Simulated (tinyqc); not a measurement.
Inside a calculation. Model: ferroelectric switching by domains, regions with a spread of times with Merz's law.

Computed by the program tinyqc: `OMP_NUM_THREADS=1 python tinyqc.py 2860068 2860069 out.jsonl`, one thread of a shared Intel Xeon 2.30GHz, about 0.01 s for the whole run. Printed values are rounded.

A film poled to -Ps gets a pulse V of length t. Field E = V/d, characteristic time tau = t0 exp(Ea/E). The film consists of seven classes of regions, z = -3..3, with weights w_z proportional to exp(-z^2/2) and summing to one, and times tau_z = tau 10^(wd z); the switched share is f = sum w_z [1 - exp(-(t/tau_z)^m)]. P = Ps (2 f - 1).

Parameters, values chosen for the exercise:
```
symbol  value     unit                    meaning
Ps         27  uC/cm^2    switchable polarisation
t0       0.21       ns             time prefactor
Ea       5300    kV/cm           activation field
d           5       nm             film thickness
m           2                     Avrami exponent
V        0.61        V              pulse voltage
wd        0.9  decades  spread of switching times
tp         16       ns               pulse length
```

## Field and characteristic time

E = V/d, tau = t0 exp(Ea/E).

E = 1220 kV/cm
tau = 16.17739 ns

## Switched share of each class after the pulse

w_z, tau_z and f_z = 1 - exp(-(tp/tau_z)^m); f = sum w_z f_z.

w_z, z -3 to 3: [0.004433048, 0.05400558, 0.2420362, 0.3990503, 0.2420362, 0.05400558, 0.004433048]
tau_z, z -3 to 3 (ns): [0.03227814, 0.2563943, 2.036613, 16.17739, 128.5016, 1020.724, 8107.901]
f_z, z -3 to 3: [1.000000, 1.000000, 1.000000, 0.624009, 0.015384, 0.000246, 0.000004]
f = 0.5532225
P after the pulse = 2.874013 uC/cm^2
